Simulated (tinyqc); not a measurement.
Admittance spectroscopy and thermally stimulated current of one trap level in a depletion layer. From one set of inputs to another, one input at a time. Computed by tinyqc, a small Python program. Command: `OMP_NUM_THREADS=1 python tinyqc.py 3113738 3113739 out.jsonl admit ladder`. One thread of a shared host (Intel(R) Xeon(R) Processor @ 2.30GHz), about 0.01 s of CPU time with the checks.

A Schottky junction on n-type material holds one donor-like electron trap; shallow donors are fully ionised and abrupt depletion edges are assumed.

The inputs printed are set A. Set A is modelled on n-type 4H-SiC; the values taken over come from a set modelled on n-type germanium. Inputs not listed in the table keep their values of set A, so the rows need not describe a real material.

Inputs (values chosen for the exercise, modelled on n-type 4H-SiC):
```
quantity                         value    unit
dielectric constant eps           9.81       -
density-of-states mass m         0.757     m_0
shallow doping N                 6e+16  1/cm^3
trap density N_t               1.5e+15  1/cm^3
trap depth E_t below the band    0.341      eV
capture cross section sigma    1.8e-15    cm^2
band bending V_b                   1.1       V
test frequency f                   300      Hz
```

Constants: k_B = 1.380649e-23 J/K; m_0 = 9.1093837015e-31 kg; h = 6.62607015e-34 J s; k_B = 8.617333262e-05 eV/K; eps_0 = 8.8541878128e-12 F/m; e = 1.602176634e-19 C.

Method:
- N_c = 2 (2 pi m k_B T/h^2)^(3/2), v_th = sqrt(3 k_B T/m), emission rate e_n = sigma v_th N_c exp(-E_t/(k_B T)).
- Where the level crosses the Fermi level capture equals emission, so the trap follows the signal with the rate 2 e_n; G/omega peaks at omega = 2 e_n (the correction for large N_t/N is left out).
- Solve 2 e_n(T_p) = 2 pi f.
- With E_c - E_F = k_B T_p ln(N_c/N): lambda = sqrt(2 eps eps_0 (E_t - (E_c - E_F))/(e^2 N)); traps are empty and charged for x < x_t = w - lambda, and V_b = e (N w^2 + N_t x_t^2)/(2 eps eps_0). High frequency: C_hf = eps eps_0/w. Low frequency: C_lf = eps eps_0 (N + N_t)/(N w + N_t x_t).

Each row keeps all changes above it:
```
input moved                            from       to  peak temperature T_p (K)  step (C_lf - C_hf)/C_hf  lambda (nm)
set A                                     -        -                     206.9                   0.0118        67.31
band bending V_b (V)                    1.1      0.5                     206.9                   0.0176        67.31
shallow doping N (1/cm^3)             6e+16  5.5e+16                     206.9                   0.0191        70.09
trap density N_t (1/cm^3)           1.5e+15    2e+16                     206.9                   0.2361        70.09
density-of-states mass m (m_0)        0.757    0.544                     210.2                   0.2399        71.08
trap depth E_t below the band (eV)    0.341    0.153                     102.2                   0.1586        48.91
capture cross section sigma (cm^2)  1.8e-15  3.1e-14                      89.0                   0.1626        50.04
test frequency f (Hz)                   300     2000                      97.4                   0.1601        49.33
```

Peak temperature T_p goes from 207 to 97.4, a factor 0.471 in all. The largest single move comes from trap depth E_t below the band (a factor 0.486), and test frequency f works against it (a factor 1.09). Step (C_lf - C_hf)/C_hf goes from 0.0118 to 0.160, a factor 13.5 in all. The largest single move comes from trap density N_t (a factor 12.3), and trap depth E_t below the band works against it (a factor 0.661). Lambda goes from 67.3 to 49.3, a factor 0.733 in all. The largest single move comes from trap depth E_t below the band (a factor 0.688), and shallow doping N works against it (a factor 1.04). The single moves hold for this order of the switches; the total does not depend on the order.

Caution (rows trap density N_t, density-of-states mass m, trap depth E_t below the band, capture cross section sigma, test frequency f): N_t/N is not small, so the peak moves away from omega = 2 e_n. Caution (rows capture cross section sigma): at so low a temperature shallow donors may freeze out, which gives a step of its own.

Extremes, crossings and ranges named in words are read from the listed rows.
